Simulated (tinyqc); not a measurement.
# Changing the ratio (V/G)/xi_c

Model: nucleation and growth of vacancy voids in a cooling silicon-like crystal. Computed by tinyqc, a small Python program. Command: `OMP_NUM_THREADS=1 python tinyqc.py 3011675 3011676 out.jsonl voids sweep`. One thread of a shared host (Intel(R) Xeon(R) Processor @ 2.30GHz), about 0.3 s of CPU time with the checks.

Spherical voids; vacancies are lost only to voids.

Inputs (values chosen for the exercise, for a model crystal):

| quantity | value | unit |
|---|---|---|
| vacancy density at the melting point C_m | 4.5e+14 | 1/cm^3 |
| formation energy E_f | 4.1 | eV |
| melting point T_m | 1685 | K |
| diffusion prefactor D0 | 0.00036 | cm^2/s |
| migration energy E_m | 0.43 | eV |
| site density rho | 5e+22 | 1/cm^3 |
| void surface energy gamma | 0.968 | J/m^2 |
| cooling rate q | 1.3 | K/min |
| limit of the excess at high V/G | 2.4e+14 | 1/cm^3 |
| temperature step | 0.2 | K |

Vacancy supply: from V/G.

Constants: k_B = 8.617333262e-05 eV/K; k_B = 1.380649e-23 J/K.

Method:
- C = C_x (u - 1)/(u + 0.2) with u = (V/G)/xi_c, a form chosen for the exercise.
- C_e = C_m exp[-(E_f/k_B)(1/T - 1/T_m)]; D = D0 exp(-E_m/(k_B T)); f = k_B T ln(C/C_e); r* = 2 gamma/(rho f); W* = 16 pi gamma^3/(3 rho^2 f^2); Z = f/sqrt(12 pi W* k_B T); I = rho Z (4 pi r* D C) exp(-W*/(k_B T)).
- March down from 1500 K in steps dT, dt = dT/q, with values at the upper end of each step: a class of I dt voids is born with r*; then all classes grow by r^2 += 2 D (C - C_e) dt/rho; C falls by the vacancies added to voids. Stop at 1150 K. T_n is the T of the largest I, N the final count (classes under 1e-6 /cm^3 are dropped), and the mean radius the number average.

One run for each value:

| ratio (V/G)/xi_c | initial excess C (1/cm^3) | temperature of peak nucleation T_n (K) | void density N (1/cm^3) | mean radius (nm) |
|---|---|---|---|---|
| 1.05 | 9.6000e+12 | 1278.6 | 1.6367e+07 | 13.923 |
| 1.33 | 5.1765e+13 | 1363.4 | 4.6426e+06 | 37.258 |
| 1.61 | 8.0884e+13 | 1387.2 | 3.3263e+06 | 48.345 |
| 1.89 | 1.0220e+14 | 1400.0 | 2.7933e+06 | 55.415 |
| 2.16 | 1.1797e+14 | 1407.8 | 2.5096e+06 | 60.253 |
| 2.72 | 1.4137e+14 | 1418.0 | 2.1926e+06 | 66.961 |
| 3.00 | 1.5000e+14 | 1421.2 | 2.0978e+06 | 69.315 |

Give the missing row, ratio (V/G)/xi_c = 2.44.

Computed row; columns: (1) ratio (V/G)/xi_c; (2) initial excess C (1/cm^3); (3) temperature of peak nucleation T_n (K); (4) void density N (1/cm^3); (5) mean radius (nm):
```
(1)          (2)     (3)         (4)     (5)
2.44  1.3091e+14  1413.6  2.3221e+06  64.025
```

Interpolating between the two neighbouring rows (linearly) misses most in void density N (1/cm^3), by 1.3 %. Over the rows, initial excess C (1/cm^3) rises from 9.60e12 to 1.50e14 (exponent d ln y / d ln x 7.1 between the first rows and 0.60 between the last); temperature of peak nucleation T_n (K) rises from 1280 to 1420 (exponent d ln y / d ln x 0.27 between the first rows and 0.023 between the last); void density N (1/cm^3) falls from 1.64e7 to 2.10e6 (exponent d ln y / d ln x -5.3 between the first rows and -0.45 between the last). Near the neutral ratio the excess is small, nucleation late, and the voids small and many.

Caution (rows 1.05): below about 1290 K vacancies bind to oxygen in crucible-grown crystals, which cuts nucleation off; that is left out.

Extremes, crossings and ranges named in words are read from the listed rows.
